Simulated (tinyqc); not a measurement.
Inside a calculation: deep level with several charge states, and Shockley-Read-Hall recombination. Values are carried at full precision from step to step, so a last printed digit may differ when a step is redone from the rounded ones.

Energies from Ev. The defect has charge states 0, -1, -2 with weights 1, gm exp((EF - E1)/kT), exp((2 EF - E1 - E2)/kT); the shares are the weights over their sum. Boltzmann carriers: n = Nc exp((EF - Eg)/kT), p = Nv exp(-EF/kT). Neutrality: p - n + Nd + Nt <q> = 0.

Constants: kB = 8.617333262e-05 eV/K.

Values chosen for the exercise (gap and densities of states near those of Si at this temperature; not measured data): Eg = 1.109 eV (gap); Nc = 2.94e+19 1/cm^3 (conduction-band density of states); Nv = 1.21e+19 1/cm^3 (valence-band density of states); T = 300 K; E1 = 0.368 eV (level (0/-1) above Ev); E2 = 0.884 eV (level (-1/-2) above Ev); gm = 2 (degeneracy of the middle state, the others 1); Nt = 9.1e+14 1/cm^3 (defects); Nd = -8.7e+14 1/cm^3 (ionised shallow donors minus acceptors); E_try = 0.316 eV (trial Fermi level); Et = 0.368 eV (recombination level above Ev); sn = 9e-15 cm^2 (electron capture cross-section); sp_ = 1.2e-14 cm^2 (hole capture cross-section); vth = 24000000 cm/s (thermal velocity, both carriers); Nm = 5.6e+16 1/cm^3 (equilibrium holes for the lifetime steps); dn = 5.6e+13 1/cm^3 (excess pairs).

## Charge states at a trial Fermi level

Form the exponents, the shares, the mean charge and the residual of neutrality at EF = E_try.

exponents of the second and third weights: -2.011  -23.983

shares: 0 0.7889, -1 0.2111, -2 0.0000

<q> = -0.2111

n, p (1/cm^3): 1.40e+06  5.95e+13

residual = -1.00e+15 1/cm^3

The residual is negative, so EF must fall.

## The neutral state

Solve for EF.

EF = 0.2462 eV

shares at EF: 0 0.982, -1 0.018, -2 0.000

n = 9.40e+04 1/cm^3
p = 8.86e+14 1/cm^3

Without the defects the majority density would be 8.70e+14 1/cm^3; with them the density of these carriers is 8.86e+14, nearly the same. Most defects are in the state 0.

## Recombination through one level

One level at Et with degeneracy 1: tn = 1/(sn vth Nt), tp = 1/(sp_ vth Nt), n1 = Nc exp((Et - Eg)/kT), p1 = Nv exp(-Et/kT), ni^2 = n1 p1. Equilibrium p0 = Nm, n0 = ni^2/Nm; n = n0 + dn, p = p0 + dn. U = (n p - ni^2)/(tp (n + n1) + tn (p + p1)), lifetime dn/U; emission rates en = sn vth n1, ep = sp_ vth p1.

Evaluate each quantity.

tn, tp (microsecond): 0.005088  0.003816

n1, p1 (1/cm^3): 1.05e+07  7.96e+12

U = 1.10e+22 1/(cm^3 s)
lifetime = 0.00509 microsecond

The lifetime is 1.001 times the minority capture time tn and 0.572 times tn + tp, the limit of high injection.

## Emission and generation in a depleted region

With n = p = 0 the level generates pairs at G = Nt en ep/(en + ep); generation lifetime tg = ni/G; current density e G W for a width W = 1 micrometre, e = 1.602176634e-19 C.

en, ep (1/s): 2.26  2.29e+06

G = 2.06e+15 1/(cm^3 s)
tg = 4.43 microsecond
current density = 3.30e-08 A/cm^2

The slower step, electron emission, limits the rate: en/ep = 9.87e-07.

## Checks

- U against hole capture minus emission at the steady occupation of the level (1/(cm^3 s)): both 1.100e+22.

tinyqc: `OMP_NUM_THREADS=1 python tinyqc.py 1681097 1681098 out.jsonl`; about 0.01 s, one thread, shared Intel(R) Xeon(R) Processor @ 2.30GHz.
